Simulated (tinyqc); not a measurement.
Worked calculation: exciton in a hard-walled quantum well (variational). Values are carried at full precision from step to step, so a last printed digit may differ when a step is redone from the rounded ones.

Constants: Ry = 13.60569312 eV; a0 (Bohr radius) = 0.5291772105 angstrom; hbar^2/2m0 = 3.80998211 eV angstrom^2; e^2/(4 pi eps0) = 14.39964547 eV angstrom.

Inputs chosen for the exercise (near those of GaN; not measured data): me = 0.202 m0 (electron mass); mh = 0.913 m0 (hole mass); eps = 9.6 (dielectric constant); Eg = 3.441 eV (gap); L = 48 angstrom (well width); lams = (15, 22, 26, 31, 37, 46, 62) angstrom (trial lengths).

## Exciton units

1/mu = 1/me + 1/mh, Ry* = Ry mu/eps^2, a* = a0 eps/mu.

mu = 0.16540 m0
Ry* = 24.419 meV
a* = 30.713 angstrom

## Hydrogen-like series

Binding Ry*/n^2 in three dimensions and Ry*/(n - 1/2)^2 in two; strengths relative to n = 1 go as 1/n^3 and (1/2)^3/(n - 1/2)^3. Lines at Eg less the binding.

Series:

| n | 3D binding (meV) | 3D line (eV) | 3D strength | 2D binding (meV) | 2D line (eV) | 2D strength |
|---|---|---|---|---|---|---|
| 1 | 24.42 | 3.4166 | 1.0000 | 97.68 | 3.3433 | 1.0000 |
| 2 | 6.10 | 3.4349 | 0.1250 | 10.85 | 3.4301 | 0.0370 |
| 3 | 2.71 | 3.4383 | 0.0370 | 3.91 | 3.4371 | 0.0080 |
| 4 | 1.53 | 3.4395 | 0.0156 | 1.99 | 3.4390 | 0.0029 |

## The form factor

Electron and hole in the lowest states cos(pi z/L) of a hard-walled well; relative motion in the plane exp(-rho/lam). E(lam) = c/(mu lam^2) - (q/eps) <1/r>, <1/r> = integral over k from 0 to infinity of F(kL) (1 + (k lam/2)^2)^(-3/2), F(x) = [3x + 8 pi^2/x - 32 pi^4 (1 - exp(-x))/(x^2 (x^2 + 4 pi^2))]/(x^2 + 4 pi^2); c = hbar^2/2m0, q = e^2/(4 pi eps0). E is counted from the subband edge.

F at k = 0.5/a*, 1/a*, 2/a*, 4/a* and 8/a*.

Form factor:

| k a* | k L | F |
|---|---|---|
| 0.5 | 0.7814 | 0.8566 |
| 1.0 | 1.5628 | 0.7430 |
| 2.0 | 3.1257 | 0.5776 |
| 4.0 | 6.2514 | 0.3866 |
| 8.0 | 12.5028 | 0.2233 |

## Scan over the trial length

Evaluate the integral numerically for each lam.

Scan:

| lam (angstrom) | <1/r> (1/angstrom) | kinetic (meV) | Coulomb (meV) | E (meV) |
|---|---|---|---|---|
| 15 | 0.07175 | 102.375 | -107.626 | -5.251 |
| 22 | 0.05609 | 47.592 | -84.129 | -36.537 |
| 26 | 0.05000 | 34.074 | -75.002 | -40.927 |
| 31 | 0.04410 | 23.969 | -66.149 | -42.180 |
| 37 | 0.03868 | 16.826 | -58.025 | -41.199 |
| 46 | 0.03272 | 10.886 | -49.082 | -38.196 |
| 62 | 0.02575 | 5.992 | -38.621 | -32.629 |

## The minimum

Minimise E over lam.

lam = 30.9 angstrom
binding energy = 42.18 meV
in Ry* = 1.727
lam/a* = 1.007

The strict two-dimensional limit is 4 Ry* with lam = a*/2; L/a* = 1.56 here.

## Checks

- Binding of a very thin well (L = a*/5000) against 4 Ry*, meV: 97.6 against 97.7.
- F(3) from a double integral on a grid against the closed form: both 0.5885.

tinyqc: `OMP_NUM_THREADS=1 python tinyqc.py 1281097 1281098 out.jsonl`; about 0.02 s, one thread, shared Intel(R) Xeon(R) Processor @ 2.30GHz.
